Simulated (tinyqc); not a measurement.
# p-n diode, drift-diffusion by the Gummel loop with Scharfetter-Gummel fluxes: what changes with what

Abrupt junction at x = 0, p side from -Lp, n side to Ln, ohmic contacts. psi is counted from the intrinsic level; n = ni exp((psi - phin)/Vt), p = ni exp((phip - psi)/Vt). Contacts: p side psi = V - Vt ln(Na/ni), p = Na, n = ni^2/Na; n side psi = Vt ln(Nd/ni), n = Nd, p = ni^2/Nd. Constant mobilities, D = mu Vt, Boltzmann statistics, SRH recombination through a mid-gap level, U = (n p - ni^2)/(tp (n + ni) + tn (p + ni)). Current is positive from the p contact to the n contact.

Parameters, values chosen for the exercise; band and dielectric values close to those of silicon:

| symbol | value | unit | meaning |
|---|---|---|---|
| T | 300 | K | temperature |
| Eg | 1.14 | eV | band gap |
| eps_r | 11.6 |  | relative permittivity |
| Nc | 2.83e19 | cm^-3 | conduction-band density of states at T |
| Nv | 2.64e19 | cm^-3 | valence-band density of states at T |
| Na | 3.9e16 | cm^-3 | acceptor density of the p side |
| Nd | 5.6e16 | cm^-3 | donor density of the n side |
| mun | 860 | cm^2/(V s) | electron mobility |
| mup | 280 | cm^2/(V s) | hole mobility |
| tn | 2e-7 | s | SRH lifetime of electrons |
| tp | 6e-8 | s | SRH lifetime of holes |
| Lp | 4.5 | um | length of the p side |
| Ln | 0.92 | um | length of the n side |
| G | 0 | cm^-3 s^-1 | uniform generation rate |

Constants: q = 1.602176634e-19 C, kB = 1.380649e-23 J/K, Vt = kB T/q, eps0 = 8.8541878128e-14 F/cm where lengths are in cm. Results are converted to the units shown.

Each table varies one quantity; the others keep the values above.

## Current against voltage in the dark

ni = sqrt(Nc Nv) exp(-Eg/(2 Vt)), Eg in volts. Poisson and both continuity equations are solved self-consistently with Scharfetter-Gummel fluxes on a graded mesh of 500 nodes. J_scr is q times the integral of U between -xp and xn. Ideal diffusion current J_id = q ni^2 [Dn coth(wp/Le)/(Le Na) + Dp coth(wn/Lh)/(Lh Nd)] (exp(V/Vt) - 1), Le = sqrt(Dn tn), Lh = sqrt(Dp tp), wp = Lp - xp, wn = Ln - xn, with xp and xn from the depletion approximation (W = sqrt(2 eps0 eps_r (Vbi - V)(1/Na + 1/Nd)/q), xp = W Nd/(Na + Nd), xn = W Na/(Na + Nd), Vbi = Vt ln(Na Nd/ni^2)). Ideality factor = 0.004 V/(Vt ln[J(V + 0.004 V)/J(V)]). Here G = 0.

In this table G = 0 cm^-3 s^-1.

Results:
```
V (V)	J (A/cm^2)	ideality factor	J_scr/J (%)	J_id (A/cm^2)	share recombining at the contacts (%)	larger minority/doping at -xp and xn
0.16	1.64e-7	1.74	92.8	1.18e-8	7.05	2.75e-11
0.23	8.23e-7	1.58	78.7	1.76e-7	21.0	4.10e-10
0.29	4.01e-6	1.34	55.5	1.79e-6	43.9	4.15e-9
0.36	3.61e-5	1.13	26.2	2.67e-5	72.7	6.17e-8
0.43	4.39e-4	1.04	9.42	3.99e-4	89.3	9.15e-7
0.49	0.00419	1.02	3.60	0.00405	95.0	9.20e-6
0.56	0.0609	1.01	1.18	0.0604	97.4	1.35e-4
0.69	8.72	1.05	0.162	9.13	98.3	0.0179
```

Estimate the missing row, V = 0.63 V.

Computed row:
```
V (V)	J (A/cm^2)	ideality factor	J_scr/J (%)	J_id (A/cm^2)	share recombining at the contacts (%)	larger minority/doping at -xp and xn
0.63	0.897	1.01	0.403	0.901	98.1	0.00195
```

With this row back in the table: J rises from 1.64e-7 to 8.72 A/cm^2; the ideality factor goes from 1.74 through a minimum of 1.01 (at V = 0.56 V among the rows listed) to 1.05. Recombination in the depleted layer carries over half of the current up to V = 0.29 V, where the factor is 1.34; it grows roughly as exp(V/2 Vt), so diffusion overtakes it. Where the factor is lowest (V = 0.56 V), J is 0.76 % above the ideal diffusion current.

## Effect of the SRH lifetime of holes at fixed bias

Same model as above.

In this table V = 0.49 V.

Effect of the SRH lifetime of holes at fixed bias:
```
tp (s)	J (A/cm^2)	ideality factor	J_scr/J (%)	J_id (A/cm^2)	share recombining at the contacts (%)	larger minority/doping at -xp and xn
1e-11	0.0400	1.30	44.4	0.0238	4.61	9.20e-6
1e-10	0.0140	1.18	37.1	0.00883	17.0	9.20e-6
1e-9	0.00609	1.10	22.4	0.00473	59.9	9.20e-6
1e-8	0.00448	1.04	8.44	0.00411	88.1	9.20e-6
1e-7	0.00415	1.01	2.84	0.00404	95.9	9.20e-6
1e-6	0.00406	1.01	1.01	0.00404	98.0	9.20e-6
1e-5	0.00404	1.00	0.377	0.00404	98.6	9.20e-6
```

What does the comparison show?

As tp rises from 1e-11 to 1e-5, J falls from 0.0400 to 0.00404 A/cm^2, the share of the depleted layer falls from 44.4 to 0.377 % and the share lost at the contacts rises from 4.61 to 98.6 %. The exponent d ln J/d ln tp is -0.45 between the first two rows and 0.00 between the last two. J less J_scr is 0.35 % below J_id in the last row.

Computed by the program tinyqc: `OMP_NUM_THREADS=1 python tinyqc.py 2240038 2240039 out.jsonl`, one thread of a shared Intel Xeon 2.30GHz, about 0.1 s for the whole run.
